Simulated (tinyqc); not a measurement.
Changing the speed of oxidation: dopant redistribution at a moving silicon-oxide interface during parabolic oxidation. Computed by tinyqc, a small Python program. Command: `OMP_NUM_THREADS=1 python tinyqc.py 3023352 3023353 out.jsonl segox sweep`. One thread of a shared host (Intel(R) Xeon(R) Processor @ 2.30GHz), about 0.01 s of CPU time with the checks.

Uniformly doped silicon is oxidised with x_ox = sqrt(B t); the interface advances into the silicon by alpha x_ox, alpha = 0.44. The dopant does not move in the oxide, and at the interface C(silicon) = m C(oxide).

Inputs (values chosen for the exercise, modelled on arsenic in silicon under steam): dopant prefactor D0 = 7.96 cm^2/s; dopant activation energy E = 4.01 eV; oxidation activation energy E_B = 0.779 eV; segregation coefficient m = C(silicon)/C(oxide) = 11; bulk doping C_B = 6e+17 1/cm^3; temperature T = 1075 C; time t = 0.31 h.

Constants: k_B = 8.617333262e-05 eV/K.

Method:
- D = D0 exp(-E/(k_B T)), converted with 1 cm^2/s = 3.6e11 um^2/h; B = B0 exp(-E_B/(k_B T)); s = alpha sqrt(B/(4 D)), the interface advance over 2 sqrt(D t).
- Temperatures in kelvin are T(C) + 273.15.
- With the dopant diffusivity D and s = alpha x_ox/(2 sqrt(D t)), in the silicon C = C_B + (C_s - C_B) erfc(y/(2 sqrt(D t)))/erfc(s), y from the original surface. Dopant balance at the interface gives C_s/C_B = 1/[1 + (1/(m alpha) - 1) g], g = sqrt(pi) s exp(s^2) erfc(s).
- Consumed silicon held alpha x_ox C_B; the oxide holds x_ox times the dopant concentration in the oxide; the difference is the excess in the silicon; 1 um = 1e-4 cm.

One run for each value:
```
oxidation prefactor B0 (um^2/h)  ratio C_s/C_B      s  excess in the silicon (1/cm^2)
12                                       1.752   0.49                       1.137e+12
28                                       2.153   0.75                       1.511e+12
66                                       2.713   1.16                       1.836e+12
150                                      3.341   1.74                       1.951e+12
360                                      3.960   2.70                       1.774e+12
840                                      4.383   4.12                       1.407e+12
2000                                     4.628   6.36                       1.007e+12
11000                                    4.799  14.92                       4.583e+11
```

Give the missing row, oxidation prefactor B0 (um^2/h) = 4600.

Computed row:
```
oxidation prefactor B0 (um^2/h)  ratio C_s/C_B     s  excess in the silicon (1/cm^2)
4600                                     4.744  9.65                       6.942e+11
```

Interpolating between the two neighbouring rows (the first column on a logarithmic scale, the others too where they are positive) misses most in excess in the silicon (1/cm^2), by 1.3 %. Over the rows, ratio C_s/C_B rises from 1.75 to 4.80 (exponent d ln y / d ln x 0.24 between the first rows and 0.013 between the last); s rises from 0.493 to 14.9 (exponent d ln y / d ln x about 0.50 throughout); excess in the silicon (1/cm^2) goes from 1.14e12 through a maximum among these rows, 1.95e12 at 150, to 4.58e11. The exponent of s stays at 0.50: s scales as sqrt(B/D). The last row stands at 99 % of the limit m alpha = 4.840.

Caution (rows 12.0, 28.0, 66.0, 150, 360): in this case the oxide is not much thicker than a typical Deal-Grove length A, so real growth is slower than parabolic. Caution (all rows): parabolic growth needs an oxide much thicker than the Deal-Grove length A, which fails for thin films and low temperatures; oxidation-enhanced or retarded diffusion is ignored.

Extremes, crossings and ranges named in words are read from the listed rows.
